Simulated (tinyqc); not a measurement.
# Inputs raised by 2 %, one at a time

Model: band-to-band tunnelling and avalanche in a reverse-biased abrupt junction. Computed by tinyqc, a small Python program. Command: `OMP_NUM_THREADS=1 python tinyqc.py 3012274 3012275 out.jsonl zener sens`. One thread of a shared host (Intel(R) Xeon(R) Processor @ 2.30GHz), about 0.04 s of CPU time with the checks.

Direct Kane tunnelling in the local field (for indirect gaps the mass is an effective fit) and one ionisation coefficient for both carriers. N is the doping of the light side, or N_A N_D/(N_A + N_D) for the symmetric junction; the built-in voltage is taken as E_g/e.

Inputs (values chosen for the exercise, modelled on In0.53Ga0.47As):

| quantity | value | unit |
|---|---|---|
| band gap at 300 K, E_g | 0.766 | eV |
| gap narrowing with temperature, -dE_g/dT | 0.35 | meV/K |
| reduced tunnelling mass m_r | 0.028 | m_0 |
| permittivity eps | 13.9 | - |
| ionisation prefactor a | 4.8e+06 | 1/cm |
| ionisation field at 300 K, b | 1.52e+06 | V/cm |
| relative rise of b with temperature | 6.9 | 1e-4/K |
| effective doping N | 6e+16 | 1/cm^3 |
| reverse bias V_R | 1.7 | V |
| current density that defines tunnel breakdown, J_0 | 0.1 | A/cm^2 |
| temperature T | 400 | K |

Junction: one-sided.

Constants: eps_0 = 8.8541878128e-12 F/m; e = 1.602176634e-19 C; m_0 = 9.1093837015e-31 kg; hbar = 1.054571817e-34 J s.

Method:
- E_g(T) = E_g - (T - 300 K)(-dE_g/dT); b(T) = b [1 + (rise)(T - 300 K)]; w = sqrt(2 eps eps_0 (V_R + E_g/e)/(e N)); F_m = 2 (V_R + E_g/e)/w; the field falls linearly from F_m to 0 across w.
- Kane: G(F) = A F^2 exp(-B/F), A = e^2 sqrt(m_r)/(18 pi hbar^2 sqrt(E_g)), B = pi sqrt(m_r) E_g^(3/2)/(2 e hbar), SI units; J = e int G dx x V_R/(V_R + E_g/e), the last factor making J vanish at zero bias; int G dx = (w/F_m) int_0^F_m G dF by 64 Gauss-Legendre points.
- Avalanche: I = (w/F_m) int_0^F_m a exp(-b/F) dF by 64 Gauss-Legendre points, M = 1/(1 - I), breakdown at I = 1.
- V_Z solves J = J_0 and V_A solves I = 1; the lower one is the breakdown voltage; temperature coefficients by a central difference of +/- 10 K.

Runs:

| input moved | from | to | tunnel current density (A/cm^2) | tunnel breakdown V_Z (V) | avalanche breakdown V_A (V) | peak field F_m (MV/cm) |
|---|---|---|---|---|---|---|
| base run | - | - | 3.2090e-08 | 6.3463 | 10.709 | 0.19488 |
| band gap at 300 K, E_g (eV) | 0.766 | 0.78132 | 1.3068e-08 | 6.7256 | 10.694 | 0.19549 |
| permittivity eps | 13.9 | 14.178 | 2.3242e-08 | 6.4734 | 10.856 | 0.19296 |
| effective doping N (1/cm^3) | 6e+16 | 6.12e+16 | 4.4173e-08 | 6.2216 | 10.565 | 0.19681 |
| reverse bias V_R (V) | 1.7 | 1.734 | 4.0968e-08 | 6.3463 | 10.709 | 0.19623 |
| temperature T (K) | 400 | 408 | 3.7799e-08 | 6.2785 | 10.809 | 0.19476 |
| ionisation field at 300 K, b (V/cm) | 1520000 | 1550400 | 3.2090e-08 | 6.3463 | 11.087 | 0.19488 |
| ionisation prefactor a (1/cm) | 4800000 | 4896000 | 3.2090e-08 | 6.3463 | 10.628 | 0.19488 |

Exponents ln(y'/y) / ln(x'/x):

| input | tunnel current density | tunnel breakdown V_Z | avalanche breakdown V_A | peak field F_m |
|---|---|---|---|---|
| band gap at 300 K, E_g | -45.366 | 2.931 | -0.072 | 0.159 |
| permittivity eps | -16.290 | 1.001 | 0.684 | -0.500 |
| effective doping N | 16.138 | -1.003 | -0.684 | 0.500 |
| reverse bias V_R | 12.335 | 0.000 | 0.000 | 0.351 |
| temperature T | 8.269 | -0.543 | 0.469 | -0.029 |
| ionisation field at 300 K, b | 0.000 | 0.000 | 1.751 | 0.000 |
| ionisation prefactor a | 0.000 | 0.000 | -0.384 | 0.000 |

To which inputs is each result most sensitive?

Among the inputs moved here: tunnel current density answers most in size to band gap at 300 K, E_g (exponent -45.366), next to permittivity eps (-16.290); its exponent is below 0.0005 for ionisation field at 300 K, b, ionisation prefactor a. Tunnel breakdown V_Z answers most in size to band gap at 300 K, E_g (exponent +2.931), next to effective doping N (-1.003); its exponent is below 0.0005 for reverse bias V_R, ionisation field at 300 K, b, ionisation prefactor a. Its exponent -1.003 in effective doping N: a fixed field is needed, and V is proportional to F^2/N. avalanche breakdown V_A answers most in size to ionisation field at 300 K, b (exponent +1.751), next to permittivity eps (+0.684); its exponent is below 0.0005 for reverse bias V_R. peak field F_m answers most in size to permittivity eps (exponent -0.500), and about equally to effective doping N (+0.500); its exponent is below 0.0005 for ionisation field at 300 K, b, ionisation prefactor a. Its exponent +0.500 in effective doping N: the depletion approximation.

Extremes, crossings and ranges named in words are read from the listed rows.
